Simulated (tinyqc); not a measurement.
Lifetime against injection: carrier lifetime from Shockley-Read-Hall, radiative, Auger and surface recombination. Computed by tinyqc, a small Python program. Command: `OMP_NUM_THREADS=1 python tinyqc.py 3026130 3026131 out.jsonl lifetime walk`. One thread of a shared host (Intel(R) Xeon(R) Processor @ 2.30GHz), about 0.02 s of CPU time with the checks.

Energies are counted from the top of the valence band. Boltzmann statistics, full ionisation, and equal excess densities of electrons and holes.

Inputs (values chosen for the exercise, with bands modelled on CdTe):
```
quantity                          value        unit
gap E_g                            1.57          eV
electron mass m_e                0.0989         m_0
valleys M_c                           1           -
hole mass m_h                     0.633         m_0
temperature T                       250           K
doping N                        2.1e+17       cm^-3
trap level E_t                     0.27          eV
trap density N_t                1.1e+14       cm^-3
electron cross-section sigma_n  1.2e-16        cm^2
hole cross-section sigma_p      5.6e-16        cm^2
radiative coefficient B         1.8e-10      cm^3/s
Auger coefficient C_n           4.8e-30      cm^6/s
Auger coefficient C_p           5.9e-32      cm^6/s
diffusion coefficient D              20      cm^2/s
surface velocity S                 1300        cm/s
thickness W                         2.9  micrometre
```

Doping: n-type. Surface term: two equal surfaces.

Constants: m_0 = 9.1093837015e-31 kg; k_B = 1.380649e-23 J/K; h = 6.62607015e-34 J s; k_B = 8.617333262e-05 eV/K.

Method:
- N_c = 2 M_c (2 pi m_e k_B T/h^2)^(3/2) and N_v = 2 (2 pi m_h k_B T/h^2)^(3/2), masses in units of m_0.
- n_i = sqrt(N_c N_v) exp(-E_g/2 k_B T); majority density N/2 + sqrt(N^2/4 + n_i^2), minority density n_i^2 over it.
- v = sqrt(3 k_B T/m) with m_e or m_h; tau_n0 = 1/(sigma_n v_n N_t), tau_p0 = 1/(sigma_p v_p N_t); n1 = N_c exp(-(E_g - E_t)/k_B T), p1 = N_v exp(-E_t/k_B T).
- The slowest diffusion mode has x tan x = S W/(2 D) with 0 < x < pi/2 (bisection), and tau_s = W^2/(4 x^2 D). The common approximation is W/(2 S) + W^2/(pi^2 D).
- With n = n_0 + dn, p = p_0 + dn and U/dn = 1/tau: (n p - n_i^2)/dn = n_0 + p_0 + dn = s; 1/tau_SRH = s/[tau_p0 (n + n1) + tau_n0 (p + p1)]; 1/tau_rad = B s; 1/tau_Aug = (C_n n + C_p p) s; the rates add, with 1/tau_s.
- Rows stop below half the smaller effective density of states.

N_c = 5.93738e+17 cm^-3

N_v = 9.61404e+18 cm^-3

n_0 = 2.10e+17 cm^-3

p_0 = 6.08799e-13 cm^-3

tau_p0 = 1.21142e-06 s

n1 = 3.68764e-09 cm^-3

tau_n0 = 2.23458e-06 s

p1 = 3.46693e+13 cm^-3

tau_s = 1.11889e-07 s

Lifetimes (s):
```
dn (cm^-3)         SRH   radiative       Auger   effective  radiative efficiency  fastest channel
1.00e+10    1.2118e-06  2.6455e-08  4.7241e-06  2.0932e-08               0.79122        radiative
1.00e+11    1.2118e-06  2.6455e-08  4.7241e-06  2.0932e-08               0.79122        radiative
1.00e+12    1.2118e-06  2.6455e-08  4.7241e-06  2.0932e-08               0.79122        radiative
1.00e+13    1.2119e-06  2.6454e-08  4.7237e-06  2.0931e-08               0.79123        radiative
1.00e+14    1.2128e-06  2.6442e-08  4.7196e-06  2.0924e-08               0.79131        radiative
1.00e+15    1.2224e-06  2.6330e-08  4.6792e-06  2.0855e-08               0.79209        radiative
1.00e+16    1.3133e-06  2.5253e-08  4.3020e-06  2.0189e-08               0.79949        radiative
1.00e+17    1.9325e-06  1.7921e-08  2.1593e-06  1.5217e-08               0.84908        radiative
```

tau_SRH goes from 1.21e-6 s at low injection (the minority capture time, 1.21e-6 s) to 1.93e-6 s in the last row; at high injection it tends to tau_n0 + tau_p0 = 3.45e-6 s. Ruling channel by row: radiative from 1e10 cm^-3. Caution: the doping is near the effective density of states, where Boltzmann statistics fail and the gap narrows.
